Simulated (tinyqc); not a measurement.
Inside a calculation (part 1 of 2). Method: RHF in the sto-6g basis, for BeH2, spin multiplicity 1. Computed by tinyqc, a small Python program that keeps every step (integrals from PySCF). Settings: charge = 0, multiplicity = 1, basis = sto-6g, energy threshold = 1e-10, iteration cap = 74, orthogonalisation = canonical, start = random, DIIS depth = 0, damping = 0.7, method = RHF. Command: `OMP_NUM_THREADS=1 python tinyqc.py 25925 25926 out.jsonl` (the two numbers bound the seeds that draw the settings). One thread of a shared host (Intel(R) Xeon(R) Processor @ 2.60GHz), about 0.2 s of CPU time with the checks. Later iterations appear only in the table of the cycle.

## One-electron integrals

Geometry (angstrom):
```
atom         x          y         z
Be    0.000000   0.000000  0.000000
H     0.000000   1.609000  0.038000
H     0.000000  -1.609000  0.038000
```

Basis sto-6g: exponents (1/bohr^2) and contraction coefficients of normalised primitives:
```
element  l (shell)    exponent  coefficient
Be           s (1)  312.870494     0.009164
Be           s (1)   57.364463     0.049361
Be           s (1)   16.048509     0.168538
Be           s (1)    5.513096     0.370563
Be           s (1)    2.140897     0.416492
Be           s (1)    0.881739     0.130334
Be           s (2)   13.633247    -0.013253
Be           s (2)    2.698375    -0.046992
Be           s (2)    0.838653    -0.033785
Be           s (2)    0.322660     0.250242
Be           s (2)    0.140131     0.595117
Be           s (2)    0.064233     0.240706
Be           p (3)   13.633247     0.003760
Be           p (3)    2.698375     0.037679
Be           p (3)    0.838653     0.173897
Be           p (3)    0.322660     0.418036
Be           p (3)    0.140131     0.425860
Be           p (3)    0.064233     0.101708
H            s (1)   35.523221     0.009164
H            s (1)    6.513144     0.049361
H            s (1)    1.822143     0.168538
H            s (1)    0.625955     0.370563
H            s (1)    0.243077     0.416492
H            s (1)    0.100112     0.130334
```

Overlap, kinetic and nuclear-attraction integrals over the contracted functions; the nuclear repulsion is the sum of Za Zb / Rab.

nuclear repulsion = 2.79479562 hartree

overlap S, order 1Be 1s, 1Be 2s, 1Be 2px, 1Be 2py, 1Be 2pz, 2H 1s, 3H 1s:
```
[[1.000000, 0.254764, 0.000000, 0.000000, 0.000000, 0.039530, 0.039530],
 [0.254764, 1.000000, 0.000000, 0.000000, 0.000000, 0.357468, 0.357468],
 [0.000000, 0.000000, 1.000000, 0.000000, 0.000000, 0.000000, 0.000000],
 [0.000000, 0.000000, 0.000000, 1.000000, 0.000000, 0.440058, -0.440058],
 [0.000000, 0.000000, 0.000000, 0.000000, 1.000000, 0.010393, 0.010393],
 [0.039530, 0.357468, 0.000000, 0.440058, 0.010393, 1.000000, 0.014581],
 [0.039530, 0.357468, 0.000000, -0.440058, 0.010393, 0.014581, 1.000000]]
```

kinetic energy T (hartree), order 1Be 1s, 1Be 2s, 1Be 2px, 1Be 2py, 1Be 2pz, 2H 1s, 3H 1s:
```
[[6.768753, -0.207382, 0.000000, 0.000000, 0.000000, -0.011792, -0.011792],
 [-0.207382, 0.220121, 0.000000, 0.000000, 0.000000, 0.034366, 0.034366],
 [0.000000, 0.000000, 0.661265, 0.000000, 0.000000, 0.000000, 0.000000],
 [0.000000, 0.000000, 0.000000, 0.661265, 0.000000, 0.115608, -0.115608],
 [0.000000, 0.000000, 0.000000, 0.000000, 0.661265, 0.002730, 0.002730],
 [-0.011792, 0.034366, 0.000000, 0.115608, 0.002730, 0.768522, -0.004214],
 [-0.011792, 0.034366, 0.000000, -0.115608, 0.002730, -0.004214, 0.768522]]
```

nuclear attraction V (hartree), order 1Be 1s, 1Be 2s, 1Be 2px, 1Be 2py, 1Be 2pz, 2H 1s, 3H 1s:
```
[[-15.372379, -1.818263, 0.000000, 0.000000, -0.000621, -0.305480, -0.305480],
 [-1.818263, -2.937945, 0.000000, 0.000000, -0.005564, -0.954558, -0.954558],
 [0.000000, 0.000000, -2.879793, 0.000000, 0.000000, 0.000000, 0.000000],
 [0.000000, 0.000000, 0.000000, -3.053875, 0.000000, -1.150265, 1.150265],
 [-0.000621, -0.005564, 0.000000, 0.000000, -2.879890, -0.027605, -0.027605],
 [-0.305480, -0.954558, 0.000000, -1.150265, -0.027605, -2.715857, -0.043869],
 [-0.305480, -0.954558, 0.000000, 1.150265, -0.027605, -0.043869, -2.715857]]
```

core Hamiltonian H = T + V (hartree), order 1Be 1s, 1Be 2s, 1Be 2px, 1Be 2py, 1Be 2pz, 2H 1s, 3H 1s:
```
[[-8.603626, -2.025645, 0.000000, 0.000000, -0.000621, -0.317272, -0.317272],
 [-2.025645, -2.717824, 0.000000, 0.000000, -0.005564, -0.920192, -0.920192],
 [0.000000, 0.000000, -2.218527, 0.000000, 0.000000, 0.000000, 0.000000],
 [0.000000, 0.000000, 0.000000, -2.392609, 0.000000, -1.034657, 1.034657],
 [-0.000621, -0.005564, 0.000000, 0.000000, -2.218624, -0.024875, -0.024875],
 [-0.317272, -0.920192, 0.000000, -1.034657, -0.024875, -1.947335, -0.048083],
 [-0.317272, -0.920192, 0.000000, 1.034657, -0.024875, -0.048083, -1.947335]]
```

## Two-electron integrals

Functions are numbered as in S; the eight-fold symmetry (ij|kl) = (ji|kl) = (kl|ij) leaves the list below.

Two-electron integrals (ij|kl) in chemists' order, unique and non-zero (hartree):
```
(11|11) 2.299996    (21|11) 0.361879    (21|21) 0.071926    (22|11) 0.570332
(22|21) 0.139654    (22|22) 0.417773    (31|31) 0.015252    (32|31) 0.022555
(32|32) 0.092340    (33|11) 0.570332    (33|21) 0.139654    (33|22) 0.417773
(33|33) 0.450117    (41|41) 0.015252    (42|41) 0.022555    (42|42) 0.092340
(43|43) 0.024258    (44|11) 0.570332    (44|21) 0.139654    (44|22) 0.417773
(44|33) 0.401601    (44|44) 0.450117    (51|51) 0.015252    (52|51) 0.022555
(52|52) 0.092340    (53|53) 0.024258    (54|54) 0.024258    (55|11) 0.570332
(55|21) 0.139654    (55|22) 0.417773    (55|33) 0.401601    (55|44) 0.401601
(55|55) 0.450117    (61|11) 0.057318    (61|21) 0.011082    (61|22) 0.021501
(61|33) 0.021323    (61|41) 0.001101    (61|42) 0.002159    (61|44) 0.021857
(61|51) 0.000026    (61|52) 0.000051    (61|54) 0.000013    (61|55) 0.021324
(61|61) 0.001807    (62|11) 0.157663    (62|21) 0.039337    (62|22) 0.130569
(62|33) 0.125426    (62|41) 0.005436    (62|42) 0.033679    (62|44) 0.140847
(62|51) 0.000128    (62|52) 0.000795    (62|54) 0.000364    (62|55) 0.125435
(62|61) 0.006742    (62|62) 0.064233    (63|31) 0.003520    (63|32) 0.016659
(63|43) 0.005619    (63|53) 0.000133    (63|63) 0.005390    (64|11) 0.176532
(64|21) 0.044548    (64|22) 0.154203    (64|33) 0.145182    (64|41) 0.008712
(64|42) 0.052290    (64|44) 0.172234    (64|51) 0.000123    (64|52) 0.000842
(64|54) 0.000506    (64|55) 0.145191    (64|61) 0.007966    (64|62) 0.085861
(64|64) 0.117734    (65|11) 0.004169    (65|21) 0.001052    (65|22) 0.003642
(65|33) 0.003429    (65|41) 0.000123    (65|42) 0.000842    (65|44) 0.003802
(65|51) 0.003523    (65|52) 0.016679    (65|54) 0.005628    (65|55) 0.003694
(65|61) 0.000188    (65|62) 0.002028    (65|64) 0.002653    (65|65) 0.005452
(66|11) 0.327793    (66|21) 0.083333    (66|22) 0.309882    (66|33) 0.288086
(66|41) 0.012660    (66|42) 0.103389    (66|44) 0.353438    (66|51) 0.000299
(66|52) 0.002442    (66|54) 0.001543    (66|55) 0.288123    (66|61) 0.014664
(66|62) 0.199323    (66|64) 0.281478    (66|65) 0.006648    (66|66) 0.774999
(71|11) 0.057318    (71|21) 0.011082    (71|22) 0.021501    (71|33) 0.021323
(71|41) -0.001101   (71|42) -0.002159   (71|44) 0.021857    (71|51) 0.000026
(71|52) 0.000051    (71|54) -0.000013   (71|55) 0.021324    (71|61) 0.001633
(71|62) 0.005565    (71|64) 0.006094    (71|65) 0.000157    (71|66) 0.011703
(71|71) 0.001807    (72|11) 0.157663    (72|21) 0.039337    (72|22) 0.130569
(72|33) 0.125426    (72|41) -0.005436   (72|42) -0.033679   (72|44) 0.140847
(72|51) 0.000128    (72|52) 0.000795    (72|54) -0.000364   (72|55) 0.125435
(72|61) 0.005565    (72|62) 0.031416    (72|64) 0.034294    (72|65) 0.000978
(72|66) 0.071184    (72|71) 0.006742    (72|72) 0.064233    (73|31) 0.003520
(73|32) 0.016659    (73|43) -0.005619   (73|53) 0.000133    (73|63) 0.001992
(73|73) 0.005390    (74|11) -0.176532   (74|21) -0.044548   (74|22) -0.154203
(74|33) -0.145182   (74|41) 0.008712    (74|42) 0.052290    (74|44) -0.172234
(74|51) -0.000123   (74|52) -0.000842   (74|54) 0.000506    (74|55) -0.145191
(74|61) -0.006094   (74|62) -0.034294   (74|64) -0.036465   (74|65) -0.001054
(74|66) -0.077347   (74|71) -0.007966   (74|72) -0.085861   (74|74) 0.117734
(75|11) 0.004169    (75|21) 0.001052    (75|22) 0.003642    (75|33) 0.003429
(75|41) -0.000123   (75|42) -0.000842   (75|44) 0.003802    (75|51) 0.003523
(75|52) 0.016679    (75|54) -0.005628   (75|55) 0.003694    (75|61) 0.000157
(75|62) 0.000978    (75|64) 0.001054    (75|65) 0.002022    (75|66) 0.002254
(75|71) 0.000188    (75|72) 0.002028    (75|74) -0.002653   (75|75) 0.005452
(76|11) 0.008008    (76|21) 0.001948    (76|22) 0.005924    (76|33) 0.005805
(76|44) 0.006163    (76|51) 0.000012    (76|52) 0.000063    (76|55) 0.005806
(76|61) 0.000302    (76|62) 0.001982    (76|64) 0.002410    (76|65) 0.000068
(76|66) 0.005077    (76|71) 0.000302    (76|72) 0.001982    (76|74) -0.002410
(76|75) 0.000068    (76|76) 0.000087    (77|11) 0.327793    (77|21) 0.083333
(77|22) 0.309882    (77|33) 0.288086    (77|41) -0.012660   (77|42) -0.103389
(77|44) 0.353438    (77|51) 0.000299    (77|52) 0.002442    (77|54) -0.001543
(77|55) 0.288123    (77|61) 0.011703    (77|62) 0.071184    (77|64) 0.077347
(77|65) 0.002254    (77|66) 0.164437    (77|71) 0.014664    (77|72) 0.199323
(77|74) -0.281478   (77|75) 0.006648    (77|76) 0.005077    (77|77) 0.774999
```

## Orthogonalisation

S = U s U^T; canonical form X = U s^(-1/2), so that X^T S X = 1. Each column of U has its largest component positive (the first on a tie).

eigenvalues of S: [0.370330, 0.460595, 0.957116, 1.000000, 1.001017, 1.595852, 1.615089]

X, order 1Be 1s, 1Be 2s, 1Be 2px, 1Be 2py, 1Be 2pz, 2H 1s, 3H 1s:
```
[[0.000000, -0.406774, 0.902880, 0.000000, -0.135720, 0.280000, 0.000000],
 [0.000000, 1.065811, -0.053124, 0.000000, -0.015543, 0.544905, 0.000000],
 [0.000000, 0.000000, 0.000000, 1.000000, 0.000000, 0.000000, 0.000000],
 [1.155133, 0.000000, 0.000000, 0.000000, 0.000000, 0.000000, 0.559649],
 [0.000000, 0.025401, 0.154403, 0.000000, 0.987749, 0.012362, 0.000000],
 [-0.826427, -0.659182, -0.318551, 0.000000, 0.048341, 0.354366, 0.391123],
 [0.826427, -0.659182, -0.318551, 0.000000, 0.048341, 0.354366, -0.391123]]
```

## Starting guess

The start is random orthonormal orbitals; D = 2 C_occ C_occ^T.

D at the start, order 1Be 1s, 1Be 2s, 1Be 2px, 1Be 2py, 1Be 2pz, 2H 1s, 3H 1s:
```
[[1.092048, 0.135043, -0.154745, 0.482311, -0.043475, 0.501399, 0.425692],
 [0.135043, 0.361460, -0.164733, -0.653644, -0.490368, 0.248552, -0.201235],
 [-0.154745, -0.164733, 1.456856, 0.737456, -0.627476, -0.354541, 0.335514],
 [0.482311, -0.653644, 0.737456, 1.874126, 0.676186, -0.239717, 0.819296],
 [-0.043475, -0.490368, -0.627476, 0.676186, 1.195851, -0.157419, 0.163997],
 [0.501399, 0.248552, -0.354541, -0.239717, -0.157419, 0.361664, 0.015061],
 [0.425692, -0.201235, 0.335514, 0.819296, 0.163997, 0.015061, 0.413542]]
```

## Iteration 1: building the Fock matrix

J_ij = sum D_kl (ij|kl), K_ij = sum D_kl (ik|jl); F = H + J - 0.5 K; E = tr D H + tr D J / 2 - 0.25 tr D K + E_nn.

Coulomb J (hartree), order 1Be 1s, 1Be 2s, 1Be 2px, 1Be 2py, 1Be 2pz, 2H 1s, 3H 1s:
```
[[5.399096, 1.091873, -0.012285, -0.000353, -0.023367, 0.169745, 0.170150],
 [1.091873, 2.668812, -0.038037, -0.013626, -0.092020, 0.822300, 0.816732],
 [-0.012285, -0.038037, 2.667670, 0.028023, -0.030448, -0.000941, -0.012828],
 [-0.000353, -0.013626, 0.028023, 2.683743, 0.030024, 0.967600, -0.956882],
 [-0.023367, -0.092020, -0.030448, 0.030024, 2.655022, 0.012881, -0.000748],
 [0.169745, 0.822300, -0.000941, 0.967600, 0.012881, 1.976345, 0.037882],
 [0.170150, 0.816732, -0.012828, -0.956882, -0.000748, 0.037882, 1.900225]]
```

exchange K (hartree), order 1Be 1s, 1Be 2s, 1Be 2px, 1Be 2py, 1Be 2pz, 2H 1s, 3H 1s:
```
[[2.810929, 0.791175, -0.117810, 0.228124, -0.100888, 0.373526, 0.191192],
 [0.791175, 0.749992, -0.111836, -0.059810, -0.254631, 0.298402, 0.220737],
 [-0.117810, -0.111836, 0.786791, 0.209991, -0.267284, -0.019709, -0.044994],
 [0.228124, -0.059810, 0.209991, 0.710531, 0.242619, 0.265679, -0.141176],
 [-0.100888, -0.254631, -0.267284, 0.242619, 0.675724, -0.004997, -0.119939],
 [0.373526, 0.298402, -0.019709, 0.265679, -0.004997, 0.419709, 0.051029],
 [0.191192, 0.220737, -0.044994, -0.141176, -0.119939, 0.051029, 0.157317]]
```

Fock matrix F (hartree), order 1Be 1s, 1Be 2s, 1Be 2px, 1Be 2py, 1Be 2pz, 2H 1s, 3H 1s:
```
[[-4.609995, -1.329359, 0.046620, -0.114415, 0.026456, -0.334291, -0.242718],
 [-1.329359, -0.424007, 0.017881, 0.016279, 0.029732, -0.247093, -0.213828],
 [0.046620, 0.017881, 0.055747, -0.076972, 0.103194, 0.008913, 0.009669],
 [-0.114415, 0.016279, -0.076972, -0.064132, -0.091285, -0.199896, 0.148363],
 [0.026456, 0.029732, 0.103194, -0.091285, 0.098535, -0.009495, 0.034347],
 [-0.334291, -0.247093, 0.008913, -0.199896, -0.009495, -0.180844, -0.035716],
 [-0.242718, -0.213828, 0.009669, 0.148363, 0.034347, -0.035716, -0.125768]]
```

total energy of this density = -11.02798711 hartree

This density is the starting one.

## Iteration 1: diagonalisation and new density

Diagonalise F' = X^T F X, C = X C', fill 3 alpha and 3 beta electrons from the bottom; D = 2 C_occ C_occ^T; the new density keeps 0.7 of the old one (damping). Each column has its largest component positive (the first on a tie).

F' = X^T F X (hartree):
```
[[0.418722, 0.079797, -0.059684, -0.088289, -0.062098, 0.003589, 0.038289],
 [0.079797, 0.082469, 0.740209, -0.009533, -0.113403, 0.447120, 0.067937],
 [-0.059684, 0.740209, -3.346964, 0.051157, 0.557021, -1.783829, -0.084431],
 [-0.088289, -0.009533, 0.051157, 0.055747, 0.096223, 0.030657, -0.043373],
 [-0.062098, -0.113403, 0.557021, 0.096223, 0.007256, 0.319925, -0.056223],
 [0.003589, 0.447120, -1.783829, 0.030657, 0.319925, -1.232134, -0.048780],
 [0.038289, 0.067937, -0.084431, -0.043373, -0.056223, -0.048780, -0.208526]]
```

orbital energies (hartree): [-4.620657, -0.229716, -0.217680, -0.029272, 0.144727, 0.238483, 0.490687]

coefficients C, order 1Be 1s, 1Be 2s, 1Be 2px, 1Be 2py, 1Be 2pz, 2H 1s, 3H 1s:
```
[[0.991116, -0.044650, -0.189806, 0.006113, 0.060379, -0.214652, -0.085959],
 [0.025408, 0.002150, 0.470728, -0.003948, -0.280550, 1.016599, 0.318601],
 [-0.009514, 0.073783, -0.036322, 0.804330, 0.480282, 0.230774, -0.249544],
 [0.024652, 0.494905, -0.184866, 0.099264, 0.383357, -0.151481, 1.089982],
 [-0.005429, 0.153038, -0.120040, -0.588185, 0.678039, 0.322344, -0.229833],
 [0.015588, 0.586358, 0.400339, -0.051586, -0.200978, -0.457782, -0.861927],
 [0.015465, -0.201080, 0.512249, 0.020631, 0.648105, -0.707877, 0.524632]]
```

D after iteration 1, order 1Be 1s, 1Be 2s, 1Be 2px, 1Be 2py, 1Be 2pz, 2H 1s, 3H 1s:
```
[[1.376631, 0.055974, -0.111819, 0.360072, -0.024090, 0.298949, 0.254231],
 [0.055974, 0.386363, -0.125621, -0.508749, -0.377047, 0.288051, 0.003790],
 [-0.111819, -0.125621, 1.023912, 0.542017, -0.429811, -0.231034, 0.214707],
 [0.360072, -0.508749, 0.542017, 1.479716, 0.532008, -0.037862, 0.457208],
 [-0.024090, -0.377047, -0.429811, 0.532008, 0.859812, -0.085237, 0.059389],
 [0.298949, 0.288051, -0.231034, -0.037862, -0.085237, 0.555762, 0.062988],
 [0.254231, 0.003790, 0.214707, 0.457208, 0.059389, 0.062988, 0.471322]]
```

## Iteration 2: building the Fock matrix

As before.

Coulomb J (hartree), order 1Be 1s, 1Be 2s, 1Be 2px, 1Be 2py, 1Be 2pz, 2H 1s, 3H 1s:
```
[[5.663503, 1.106793, -0.009193, -0.000437, -0.017634, 0.172885, 0.173170],
 [1.106793, 2.633486, -0.028788, -0.006030, -0.069378, 0.836601, 0.824005],
 [-0.009193, -0.028788, 2.612111, 0.021287, -0.020857, -0.000630, -0.009784],
 [-0.000437, -0.006030, 0.021287, 2.684179, 0.024946, 0.997094, -0.975461],
 [-0.017634, -0.069378, -0.020857, 0.024946, 2.604170, 0.016331, 0.004570],
 [0.172885, 0.836601, -0.000630, 0.997094, 0.016331, 2.095744, 0.037865],
 [0.173170, 0.824005, -0.009784, -0.975461, 0.004570, 0.037865, 1.990019]]
```

exchange K (hartree), order 1Be 1s, 1Be 2s, 1Be 2px, 1Be 2py, 1Be 2pz, 2H 1s, 3H 1s:
```
[[3.356698, 0.778905, -0.086262, 0.163022, -0.073121, 0.299171, 0.171698],
 [0.778905, 0.742915, -0.084539, -0.057403, -0.196360, 0.359567, 0.305976],
 [-0.086262, -0.084539, 0.590662, 0.163604, -0.183097, -0.006550, -0.042685],
 [0.163022, -0.057403, 0.163604, 0.756864, 0.207268, 0.372452, -0.269541],
 [-0.073121, -0.196360, -0.183097, 0.207268, 0.520669, 0.011022, -0.110742],
 [0.299171, 0.359567, -0.006550, 0.372452, 0.011022, 0.667063, 0.044695],
 [0.171698, 0.305976, -0.042685, -0.269541, -0.110742, 0.044695, 0.409569]]
```

Fock matrix F (hartree), order 1Be 1s, 1Be 2s, 1Be 2px, 1Be 2py, 1Be 2pz, 2H 1s, 3H 1s:
```
[[-4.618473, -1.308304, 0.033939, -0.081947, 0.018305, -0.293973, -0.229951],
 [-1.308304, -0.455795, 0.013482, 0.022671, 0.023238, -0.263375, -0.249175],
 [0.033939, 0.013482, 0.098253, -0.060515, 0.070692, 0.002645, 0.011558],
 [-0.081947, 0.022671, -0.060515, -0.086863, -0.078688, -0.223788, 0.193966],
 [0.018305, 0.023238, 0.070692, -0.078688, 0.125211, -0.014055, 0.035066],
 [-0.293973, -0.263375, 0.002645, -0.223788, -0.014055, -0.185122, -0.032566],
 [-0.229951, -0.249175, 0.011558, 0.193966, 0.035066, -0.032566, -0.162100]]
```

total energy of this density = -12.23125642 hartree

This density is a damped mixture and is not idempotent.

## Iteration 2: diagonalisation and new density

As before.

F' = X^T F X (hartree):
```
[[0.489038, 0.066291, -0.042565, -0.062537, -0.045353, 0.002888, 0.039501],
 [0.066291, 0.112767, 0.749432, -0.007003, -0.115012, 0.420664, 0.051775],
 [-0.042565, 0.749432, -3.392901, 0.036317, 0.561413, -1.750080, -0.065976],
 [-0.062537, -0.007003, 0.036317, 0.098253, 0.065696, 0.022756, -0.037354],
 [-0.045353, -0.115012, 0.561413, 0.065696, 0.034526, 0.308614, -0.054205],
 [0.002888, 0.420664, -1.750080, 0.022756, 0.308614, -1.249698, -0.025852],
 [0.039501, 0.051775, -0.065976, -0.037354, -0.054205, -0.025852, -0.253245]]
```

orbital energies (hartree): [-4.625015, -0.277304, -0.260909, 0.039585, 0.172119, 0.262410, 0.527856]

coefficients C, order 1Be 1s, 1Be 2s, 1Be 2px, 1Be 2py, 1Be 2pz, 2H 1s, 3H 1s:
```
[[0.992325, -0.147445, -0.130300, 0.002309, 0.035721, -0.219479, -0.067807],
 [0.024113, 0.424818, 0.278097, 0.006620, -0.155230, 1.041655, 0.261463],
 [-0.006945, -0.054440, 0.042426, 0.793885, 0.563906, 0.132965, -0.171069],
 [0.017819, -0.369798, 0.358985, 0.064676, 0.236147, -0.195040, 1.132965],
 [-0.003794, -0.132437, 0.072161, -0.605191, 0.741145, 0.197132, -0.152027],
 [0.009976, 0.057030, 0.671285, -0.032834, -0.156762, -0.475783, -0.890993],
 [0.010254, 0.567144, 0.024445, 0.003398, 0.419317, -0.800089, 0.601273]]
```

D after iteration 2, order 1Be 1s, 1Be 2s, 1Be 2px, 1Be 2py, 1Be 2pz, 2H 1s, 3H 1s:
```
[[1.577698, -0.005786, -0.080909, 0.267309, -0.013048, 0.157677, 0.131982],
 [-0.005786, 0.425488, -0.094833, -0.390225, -0.285704, 0.328326, 0.151440],
 [-0.080909, -0.094833, 0.719625, 0.400555, -0.294689, -0.146540, 0.132349],
 [0.267309, -0.390225, 0.400555, 1.195365, 0.417293, 0.105538, 0.199583],
 [-0.013048, -0.285704, -0.294689, 0.417293, 0.615525, -0.035156, -0.002459],
 [0.157677, 0.328326, -0.146540, 0.105538, -0.035156, 0.661419, 0.073405],
 [0.131982, 0.151440, 0.132349, 0.199583, -0.002459, 0.073405, 0.523339]]
```
